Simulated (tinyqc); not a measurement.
# Changing the fraction x of B

Model: elastic strain and critical thickness of a cubic alloy layer A(1-x)B(x) on a thick substrate. Computed by tinyqc, a small Python program. Command: `OMP_NUM_THREADS=1 python tinyqc.py 3023494 3023495 out.jsonl misfit sweep`. One thread of a shared host (Intel(R) Xeon(R) Processor @ 2.30GHz), about 0.01 s of CPU time with the checks.

Strain is positive in tension. The layer is coherent with the substrate unless said otherwise.

Inputs (values chosen for the exercise, modelled on Ge(1-x)Si(x) on Ge):
```
quantity,value,unit
lattice constant a_A,5.658,angstrom
lattice constant a_B,5.431,angstrom
substrate lattice constant a_S,5.658,angstrom
layer thickness h,5.8,nm
X-ray wavelength,1.540593,angstrom
start of the iteration h0/b,1000,-
```

Growth plane: (001). Layer: uncapped. Misfit dislocation: 60-degree.

C11, C12, C44 of A (GPa): [130.5, 47.5, 66.01]

C11, C12, C44 of B (GPa): [169, 64.91, 79.26]

Method:
- a = (1 - x) a_A + x a_B, the same rule for each C_ij; misfit f = (a_S - a)/a, the in-plane strain of the coherent layer.
- (001): D = 2 C12/C11, M = C11 + C12 - 2 C12^2/C11. The free surface carries no normal stress, so e_perp = -D f; dV/V = 2 f + e_perp; stress = M f; energy per area = M f^2 h (1 GPa nm = 1 J/m^2).
- Reflection 004: d = a_perp/sqrt(16), with a_perp = a (1 + e_perp) for the coherent layer, a for the relaxed layer and a_S for the substrate; sin(theta) = lambda/(2 d).
- Voigt averages: G = (C11 - C12 + 3 C44)/5, B = (C11 + 2 C12)/3, nu = (3 B - 2 G)/(2 (3 B + G)); b = a/sqrt(2). The 60-degree dislocation has cos alpha = 1/2, and cos lambda = 1/2 on (001).
- Matthews-Blakeslee: h_c = A [ln(h_c/b) + 1], A = b (1 - nu cos^2 alpha)/(8 pi |f| (1 + nu) cos lambda), the factor 8 pi being that of an uncapped layer.
- Start at h0, put the right side back in, and stop when the change is below 1e-9 h or h turns negative.

One run for each value:
```
fraction x of B,misfit f,in-plane stress (GPa),critical thickness h_c (Matthews-Blakeslee) (nm),peak separation of the coherent layer (arcsec),biaxial modulus M (GPa)
0.04,0.00161,0.233,102.3,373,145.1
0.13,0.00524,0.780,24.3,1225,148.7
0.22,0.00891,1.357,12.4,2094,152.4
0.32,0.01301,2.035,7.5,3081,156.4
0.41,0.01672,2.678,5.3,3988,160.1
0.59,0.02424,4.059,3.1,5857,167.4
0.68,0.02805,4.798,2.4,6819,171.1
0.78,0.03230,5.658,1.9,7911,175.1
0.87,0.03617,6.466,1.6,8915,178.8
0.96,0.04006,7.308,1.3,9939,182.4
```

Give the missing row, fraction x of B = 0.50.

Computed row; columns: (1) fraction x of B; (2) misfit f; (3) in-plane stress (GPa); (4) critical thickness h_c (Matthews-Blakeslee) (nm); (5) peak separation of the coherent layer (arcsec); (6) biaxial modulus M (GPa):
```
(1)       (2)    (3)  (4)   (5)    (6)
0.50  0.02047  3.352  3.9  4913  163.8
```

Interpolating between the two neighbouring rows (the first column on a logarithmic scale, the others too where they are positive) misses most in critical thickness h_c (Matthews-Blakeslee) (nm), by 0.57 %. Over the rows, misfit f rises from 0.00161 to 0.0401 (exponent d ln y / d ln x about 1.0 throughout); in-plane stress (GPa) rises from 0.233 to 7.31 (exponent d ln y / d ln x 1.0 between the first rows and 1.2 between the last); critical thickness h_c (Matthews-Blakeslee) (nm) falls from 102 to 1.32 (exponent d ln y / d ln x -1.2 between the first rows and -1.9 between the last). h_c |f| / 1 nm runs from 0.164 to 0.0530: it would be constant but for the logarithm and the drift of b and nu.

Caution (rows 0.500, 0.590, 0.680, 0.780, 0.870, 0.960): above about 2 % misfit, linear elasticity is rough and compressed layers tend to form islands before dislocations. Caution (rows 0.680, 0.780, 0.870, 0.960): a critical thickness of a few Burgers vectors is outside continuum elasticity and hangs on the core term.

Extremes, crossings and ranges named in words are read from the listed rows.
